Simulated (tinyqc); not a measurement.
Resistance of a tapered via with liner, size effect and interface: one step of the calculation.

A round via whose diameter grows from db at the bottom as D(z) = db + 2 z/tan(ang). The fill, of diameter D - 2 tl, starts above the bottom liner (thickness fb tl) and has rho = rho0 (1 + ks lam/(D - 2 tl)); the sidewall liner conducts in parallel with it. The bottom liner and the interface are crossed over the full area pi db^2/4. Spreading in the lines above and below is left out.

Problem. Total resistance. R_fill = sum of the slices; R_bottom = rl fb tl/(pi db^2/4); R_interface = ri/(pi db^2/4); ballistic (Sharvin) limit 1/(Sb pi (db - 2 tl)^2/4); ideal cylinder rho0 hv/(pi db^2/4).

Values chosen for this exercise; fill metal close to copper:
- db = 15 nm (diameter at the bottom)
- hv = 21 nm (height)
- rho0 = 1.69 uohm cm (bulk resistivity of the fill)
- tl = 1.7 nm (liner on the sidewall)
- fb = 1 (liner at the bottom over that on the sidewall)
- rl = 310 uohm cm (resistivity of the liner)
- ri = 3.3e-12 ohm cm^2 (interface resistivity at the bottom)
- Sb = 1.1e15 S/m^2 (ballistic conductance per area, about 3/(4 rho0 lam))

| slice | slice resistance (ohm) |
|---|---|
| 0 | 1.2713729 |
| 1 | 1.1785069 |
| 2 | 1.0947468 |
| 3 | 1.0189905 |
| 4 | 0.95029273 |
| 5 | 0.88784001 |
| 6 | 0.83092930 |
| 7 | 0.77895102 |
| 8 | 0.73137479 |
| 9 | 0.68773765 |

Wanted: parts; R; shares; ballistic limit; ideal cylinder.

Solution.

parts (ohm): fill 9.4307, bottom liner 29.822, interface 1.8674
R = 41.120 ohm
shares (%): fill 22.935, bottom liner 72.524, interface 4.541
ballistic limit = 8.6020 ohm
ideal cylinder = 2.0083 ohm

The bottom liner is the largest part, and R is 20.5 times the ideal cylinder. With 2000 slices R = 41.123 ohm.

Numbers from tinyqc (`OMP_NUM_THREADS=1 python tinyqc.py 2750093 2750094 out.jsonl`; about 0.01 s on one thread of a shared Intel Xeon 2.30GHz).
